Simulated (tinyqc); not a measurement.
Carrier lifetime of an n-type layer with SRH, radiative, Auger and surface recombination: one step of the calculation.

Uniform excess density dn = dp (no trapping), n = n0 + dn, p = p0 + dn, Boltzmann statistics, full ionisation. Surfaces enter as a rate 2 S dn/d, which holds while diffusion to them is fast.

Problem. New dn. With e = n p - ni^2 = dn (n0 + p0 + dn): U_SRH = e/(tp0 (n + n1) + tn0 (p + p1)), U_rad = B e, U_Aug = (Cn n + Cp p) e, U_s = 2 S dn/d. Substitution: tau = dn/U with U the sum, dn(new) = G tau.

Inputs (values chosen for the exercise); band and dielectric values close to those of germanium: radiative coefficient B = 6.28e-14 cm^3/s; Auger coefficient (two electrons) Cn = 1.1e-30 cm^6/s; Auger coefficient (two holes) Cp = 8.2e-31 cm^6/s; surface recombination velocity (both faces) S = 0 cm/s; sample thickness d = 50 um; generation rate G = 5.4e20 cm^-3 s^-1.

dn after iteration 1 = 1.7993307e17 cm^-3
n0 = 2.9000006e15 cm^-3
p0 = 5.7794018e8 cm^-3
n1 = 1.1693515e15 cm^-3
p1 = 1.4332961e9 cm^-3
tn0 = 1.8181818e-6 s
tp0 = 3.0303030e-4 s

Wanted: U_SRH; U_rad; U_Aug; U_s; tau; dn after iteration 2.

Solution.

U_SRH = 5.866e20 cm^-3 s^-1
U_rad = 2.066e21 cm^-3 s^-1
U_Aug = 1.147e22 cm^-3 s^-1
U_s = 0 cm^-3 s^-1
tau = 1.274e-5 s
dn after iteration 2 = 6.880e15 cm^-3

tinyqc, about 0.01 s, one thread, Intel Xeon 2.30GHz (shared host): `OMP_NUM_THREADS=1 python tinyqc.py 2300018 2300019 out.jsonl`
